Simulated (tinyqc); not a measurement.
Atomic layer deposition: Langmuir saturation, growth per cycle and coating of deep features: one step, computed by the program tinyqc.

Precursor A sticks only on free sites, so a long enough pulse saturates; co-reactant B then frees the sites again.

Question. Steady growth per cycle. One cycle from coverage th0: pulse A gives th1 = th_s + (th0 - th_s) exp(-(k_a + k_d) t), th_s = k_a/(k_a + k_d); the purge leaves th2 = th1 exp(-k_d t_p); pulse B converts c_B th2 into film and leaves th3 = (1 - c_B) th2. Growth = G c_B th2. The periodic state has th0 = th3: th0 = (1 - c_B) e_p th_s (1 - e_a)/(1 - (1 - c_B) e_p e_a), with e_a = exp(-(k_a + k_d) t), e_p = exp(-k_d t_p). Share of impinging molecules used = q (th1 - th0)/(F t).

Inputs (values chosen for the exercise, modelled on silicon dioxide from an aminosilane and ozone):
```
quantity                              value      unit
site density q                          2.4    1/nm^2
growth per cycle at saturation G        1.3  angstrom
temperature T                           150         C
pulse time t                            0.2         s
co-reactant completion per pulse c_B    0.9         -
purge time t_p                          5.4         s
```

k_a = 32.77146 1/s

k_d = 2.933330e-07 1/s

flux F = 5243.434 1/(nm^2 s)

Give: coverage after pulse A; growth per cycle; share of impinging molecules used.

Answer.

coverage after pulse A = 0.9987

growth per cycle = 1.168 angstrom

share of impinging molecules used = 0.002057

The pulse is 6.55 filling times long: saturated.
